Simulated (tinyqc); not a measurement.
Inside a calculation. Model: low-temperature mobility of a two-dimensional electron gas with static screening. Computed by tinyqc, a small Python program that keeps every step. Command: `OMP_NUM_THREADS=1 python tinyqc.py 3009997 3009998 out.jsonl twodeg walk`. One thread of a shared host (Intel(R) Xeon(R) Processor @ 2.30GHz), about 0.01 s of CPU time with the checks. Intermediate numbers are printed to about 5 digits and carried at full precision; extremes and crossings named in words are read from the listed rows.

One subband is filled, the gas is degenerate and scatters at the Fermi circle; one permittivity serves on both sides of the interface. All formulas are in SI units, masses times m_0. Piezoelectric and polar phonons are left out, and n_s is taken as set by a gate, independent of N_i.

Inputs (values chosen for the exercise, modelled on an InAs channel):
```
quantity                                        value    unit
in-plane mass m                                0.0312     m_0
mass across the layer m_z                      0.0289     m_0
permittivity eps                                   15       -
valley degeneracy g_v                               1       -
sheet density n_s                             2.2e+11  1/cm^2
depletion charge N_d                          6.8e+10  1/cm^2
roughness height Delta                           0.55      nm
correlation length Lambda                         3.4      nm
remote charge density N_i                     4.4e+11  1/cm^2
distance d of the charges from the interface      8.4      nm
density rho                                      5680  kg/m^3
sound velocity v_l                               4180     m/s
deformation potential D_A                         7.3      eV
temperature T                                      77       K
```

Wave function: Fang-Howard. Roughness spectrum: exponential.

Constants: m_0 = 9.1093837015e-31 kg; e = 1.602176634e-19 C; eps_0 = 8.8541878128e-12 F/m; hbar = 1.054571817e-34 J s; k_B = 1.380649e-23 J/K.

## Fermi circle, screening and layer thickness

k_F = sqrt(2 pi n_s/g_v); E_F = hbar^2 k_F^2/(2 m); q_TF = g_v m e^2/(2 pi eps eps_0 hbar^2); Fang-Howard parameter b = [12 m_z e^2 (N_d + 11 n_s/32)/(eps eps_0 hbar^2)]^(1/3), mean depth 3/b; effective field F = e (N_d + n_s/2)/(eps eps_0).

k_F = 0.11757 1/nm

E_F = 16.880 meV

q_TF = 0.078613 1/nm

b = 0.19904 1/nm

mean depth = 15.072 nm

effective field F = 0.021473 MV/cm

q_TF/(2 k_F) = 0.33: screening is weak for back-scattering. Caution: k_B T exceeds a quarter of E_F, so scattering at the Fermi circle alone and zero-temperature screening are rough.

## The integrands at a few angles

Form factors with u = q/b: screening G(q) = [1 + 9u/8 + 3u^2/8]/(1 + u)^3, remote charge P(q) = exp(-q d)/(1 + u)^3. Dielectric function eps(q) = 1 + q_TF G(q)/q, with q = 2 k_F sin(theta/2). Roughness: <|U|^2> = (e F)^2 S(q), S = pi Delta^2 Lambda^2/(1 + q^2 Lambda^2/2)^(3/2). Remote charges: <|U|^2> = N_i [e^2 P(q)/(2 eps eps_0 q)]^2. The last two columns are (m/(pi hbar^3)) <|U|^2>/eps(q)^2.

Integrands (1e9/(s rad)):
```
theta (degrees)  q (1/nm)        G  eps(q)  roughness  remote charges
5                 0.01026  0.91079  7.9807     0.1573      2.9454e+04
15                0.03069  0.76898  2.9696     1.1281      9.6369e+03
30                0.06086  0.61942  1.8001     2.9985      1.9166e+03
60                0.11757  0.44606  1.2983     5.3028      1.1651e+02
90                0.16627  0.35608  1.1684     5.8827      1.3452e+01
135               0.21724  0.29236  1.1058     5.7124      1.7063e+00
180               0.23514  0.27480  1.0919     5.5501      8.5900e-01
```

## Interface roughness

1/tau_t = (m/(pi hbar^3)) int_0^pi (1 - cos theta) <|U|^2>/eps(q)^2 dtheta; the quantum rate 1/tau_q drops the factor (1 - cos theta); 200 Gauss-Legendre points in s with theta = pi s^2, s from 0 to 1; mu = e tau_t/m.

tau_t, roughness = 56.681 ps

tau_q, roughness = 67.178 ps

roughness mobility = 3.1953e+06 cm^2/(V s)

tau_t/tau_q, roughness = 0.84374

k_F Lambda = 0.40: the roughness is short against the Fermi wavelength and scatters through large angles.

## Remote charges

The formulas are those given above.

tau_t, charges = 4.4869 ps

tau_q, charges = 0.12311 ps

remote-charge mobility = 2.5294e+05 cm^2/(V s)

tau_t/tau_q, charges = 36.446

With D = d + 3/b = 23.5 nm, k_F D = 2.76 and q_TF D = 1.85. When both are large, only small angles survive the factor exp(-2 q D) and tau_t/tau_q tends to (2 k_F D)^2, here 30.5, close to the computed ratio.

## Acoustic phonons

Unscreened deformation potential in equipartition: 1/tau = m D_A^2 k_B T I/(rho v_l^2 hbar^3), I = int |psi|^4 dz = 3 b/16 for the Fang-Howard function (used for both wave-function options); mu = e tau/m. Bloch-Grueneisen temperature T_BG = 2 hbar v_l k_F/k_B.

acoustic mobility = 4.2537e+06 cm^2/(V s)

T_BG = 7.5076 K

## All together

At the Fermi circle the rates add, so 1/mu is the sum; sheet resistance 1/(n_s e mu); mean free path hbar k_F mu/e; the quantum time adds the rates 1/tau_q, with the isotropic acoustic rate e/(m mu).

Mobilities:
```
process           mu (cm^2/(V s))  share of 1/mu (%)
roughness              3.1953e+06             6.9523
remote charges         2.5294e+05             87.825
acoustic phonons       4.2537e+06             5.2224
```

mobility mu = 2.2214e+05 cm^2/(V s)

sheet resistance = 127.71 ohm

mean free path = 1719.1 nm

Dingle ratio tau_t/tau_q = 32.120

The largest single share of 1/mu (88 %) belongs to remote charges: they are many or near enough that screening leaves their potential the strongest. The Dingle ratio of 32.1 marks small-angle scattering by a smooth potential.

Checks made by the program: angular integral against adaptive quadrature (relative difference below 1e-10).
